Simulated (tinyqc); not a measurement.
One-sided p+-n junction, ionisation integral and breakdown: effect of the drift doping.

A p+ layer at x < 0 and an n drift layer from x = 0. Depletion approximation, built-in voltage neglected. Local ionisation coefficients alpha_n = an exp(-(bn/E)^mx), alpha_p = ap exp(-(bp/E)^mx). Electrons move towards +x, holes towards x = 0.

W = sqrt(2 eps0 eps_r V/(q N)), peak field E0 = q N W/(eps0 eps_r), falling linearly to 0 at W. G(x) = integral from 0 to x of (alpha_n - alpha_p); I_n = integral of alpha_n exp(-G) (electrons injected at x = 0), I_p = integral of alpha_p exp(G(end) - G) (holes injected at the far edge); M = 1/(1 - I). Integrals on a fine grid; BV is where I_n = 1. Specific on-resistance Ron = W/(q mu N) with constant mobility and full ionisation.

Inputs (values chosen for the exercise); material values close to those of silicon: relative permittivity eps_r = 11.5; prefactor of the electron ionisation coefficient an = 7.27e5 1/cm; field constant for electrons bn = 1.28e6 V/cm; prefactor of the hole ionisation coefficient ap = 1.69e6 1/cm; field constant for holes bp = 2e6 V/cm; exponent mx = 1; electron mobility of the drift layer mu = 1330 cm^2/(V s).

Constants: q = 1.602176634e-19 C, eps0 = 8.8541878128e-14 F/cm where lengths are in cm. Results are converted to the units shown.

Effect of the drift doping:

| N (cm^-3) | BV (V) | E0 at BV (kV/cm) | W at BV (um) | Ron (mohm cm^2) | BV^2/Ron (MW/cm^2) | eps0 eps_r mu E0^3/4 (MW/cm^2) |
|---|---|---|---|---|---|---|
| 1.9e13 | 5.25e3 | 177 | 593 | 1.46e4 | 1.88 | 1.88 |
| 3.7e13 | 3.09e3 | 190 | 326 | 4.13e3 | 2.31 | 2.31 |
| 7.1e13 | 1.85e3 | 203 | 182 | 1.20e3 | 2.84 | 2.84 |
| 1.4e14 | 1.09e3 | 219 | 99.6 | 334 | 3.58 | 3.58 |
| 2.6e14 | 682 | 236 | 57.8 | 104 | 4.47 | 4.47 |
| 5e14 | 419 | 257 | 32.6 | 30.6 | 5.72 | 5.72 |
| 9.6e14 | 260 | 280 | 18.5 | 9.07 | 7.44 | 7.44 |
| 1.8e15 | 166 | 307 | 10.8 | 2.82 | 9.75 | 9.75 |

BV falls from 5250 to 166 V while the critical field rises from 177 to 307 kV/cm. BV goes as N^(-0.80) between the first two rows and N^(-0.71) between the last two (a coefficient proportional to E^7 gives -0.75 without punch-through). Ron goes as BV^(2.48) over the table; the last two columns agree since BV = E0 W/2 and N = eps0 eps_r E0/(q W).

Program tinyqc, `OMP_NUM_THREADS=1 python tinyqc.py 2120117 2120118 out.jsonl`; Intel Xeon 2.30GHz, shared host, one thread, about 0.07 s.
